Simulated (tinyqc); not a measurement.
Ways to converge the cycle: SCF convergence aids in the sto-6g basis, for BeH2, spin multiplicity 1. Computed by the program tinyqc with PySCF. Command: `OMP_NUM_THREADS=1 python tinyqc.py 114785 114786 out.jsonl`; one thread of a shared host (Intel(R) Xeon(R) Processor @ 2.60GHz), about 0.7 s.

Geometry (angstrom):
```
atom       x        y       z
Be    0.0000   0.0000  0.0000
H     0.0000   1.5240  0.0000
H     0.0000  -1.5240  0.0000
```

lowest restricted solution found by these runs and by PySCF = -15.688867 hartree

RHF with one setting changed at a time; a run stops when the energy changes by less than 1e-09 hartree and the error matrix is below 1e-5. The start is the Wolfsberg-Helmholz matrix. Damping d keeps d of the old density; a shift (hartree) raises the virtual levels; DIIS n extrapolates F over n matrices.

Largest element of the error matrix X^T (FDS - SDF) X:
```
iteration    plain  damping 0.3  damping 0.6  shift 0.4   DIIS 3   DIIS 8
1          1.5e-01      1.5e-01      1.5e-01    1.5e-01  1.5e-01  1.5e-01
2          1.8e-02      5.9e-02      9.9e-02    5.4e-02  1.8e-02  1.8e-02
3          3.9e-03      2.3e-02      6.5e-02    2.0e-02  2.5e-03  2.5e-03
4          1.0e-03      9.6e-03      4.2e-02    7.5e-03  1.9e-04  1.9e-04
5          2.7e-04      4.1e-03      2.8e-02    3.0e-03  2.1e-06  3.7e-07
6          7.3e-05      1.8e-03      1.8e-02    1.2e-03  8.8e-08  3.4e-10
8          5.4e-06      3.8e-04      8.0e-03    2.5e-04        -        -
10               -      8.5e-05      3.6e-03    6.4e-05        -        -
14               -      4.7e-06      7.6e-04          -        -        -
20               -            -      8.2e-05          -        -        -
30               -            -      2.3e-06          -        -        -
```

How each run ends:
```
run          iterations  E (hartree)         state
plain                 8    -15.68887  lowest found
damping 0.3          17    -15.68887  lowest found
damping 0.6          35    -15.68887  lowest found
shift 0.4            13    -15.68887  lowest found
DIIS 3                6    -15.68887  lowest found
DIIS 8                6    -15.68887  lowest found
```

6 of 6 runs reach the lowest restricted solution found, in 6 to 35 iterations (fastest: DIIS 3, DIIS 8). Plain steps already contract here, so damping only slows them. DIIS 3 and DIIS 8 gain by cancelling the error over several earlier matrices, much as a quasi-Newton step does.
